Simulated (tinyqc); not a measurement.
Carrier lifetime of an n-type layer with SRH, radiative, Auger and surface recombination: two steps of the calculation.

Uniform excess density dn = dp (no trapping), n = n0 + dn, p = p0 + dn, Boltzmann statistics, full ionisation. Surfaces enter as a rate 2 S dn/d, which holds while diffusion to them is fast.

Inputs (values chosen for the exercise); band and dielectric values close to those of silicon:
```
symbol     value    unit                                      meaning
T            400       K                                  temperature
Eg          1.11      eV                                     band gap
Nc       4.26e19   cm^-3       conduction-band density of states at T
Nv       4.16e19   cm^-3          valence-band density of states at T
B       4.63e-15  cm^3/s                        radiative coefficient
N         9.6e14   cm^-3                                donor density
Cn       3.7e-31  cm^6/s            Auger coefficient (two electrons)
Cp         7e-32  cm^6/s                Auger coefficient (two holes)
Nt        7.2e12   cm^-3                                 trap density
sn         4e-17    cm^2          capture cross-section for electrons
sp         3e-16    cm^2              capture cross-section for holes
vth        1.8e7    cm/s             thermal velocity (both carriers)
Et          0.85      eV         trap level below the conduction band
S             40    cm/s  surface recombination velocity (both faces)
d            400      um                             sample thickness
```

Constants: q = 1.602176634e-19 C, kB = 1.380649e-23 J/K, Vt = kB T/q. Results are converted to the units shown.

Question 1. Equilibrium densities and SRH constants. ni = sqrt(Nc Nv) exp(-Eg/(2 Vt)), Eg in volts; majority density N/2 + sqrt(N^2/4 + ni^2), n0 p0 = ni^2; n1 = Nc exp(-Et/Vt), p1 = Nv exp((Et - Eg)/Vt); tn0 = 1/(sn vth Nt), tp0 = 1/(sp vth Nt).

Find: ni; n0; p0; n1; p1; tn0; tp0.

Answer 1.

ni = 4.2811e12 cm^-3
n0 = 9.6002e14 cm^-3
p0 = 1.9091e10 cm^-3
n1 = 8.3154e8 cm^-3
p1 = 2.2041e16 cm^-3
tn0 = 1.9290e-4 s
tp0 = 2.5720e-5 s

Question 2. Lifetime, shares and quasi-Fermi splitting. With e = n p - ni^2 = dn (n0 + p0 + dn): U_SRH = e/(tp0 (n + n1) + tn0 (p + p1)), U_rad = B e, U_Aug = (Cn n + Cp p) e, U_s = 2 S dn/d. tau = dn/U, shares of U, splitting Vt ln(n p/ni^2), radiative efficiency U_rad/U.

converged dn = 3.2996646e14 cm^-3
ni = 4.2811381e12 cm^-3
n0 = 9.6001909e14 cm^-3
p0 = 1.9091436e10 cm^-3
n1 = 8.3153581e8 cm^-3
p1 = 2.2041315e16 cm^-3
tn0 = 1.9290123e-4 s
tp0 = 2.5720165e-5 s

Give: tau; shares; quasi-Fermi splitting.

Answer 2.

tau = 4.3417e-4 s
shares (%): SRH 12.879, radiative 0.259, Auger 0.028, surface 86.833
quasi-Fermi splitting = 0.34652 V

Surface recombination takes the largest share. dn is 0.34 times the doping: intermediate injection.

Program tinyqc, `OMP_NUM_THREADS=1 python tinyqc.py 2300067 2300068 out.jsonl`; Intel Xeon 2.30GHz, shared host, one thread, about 0.01 s.
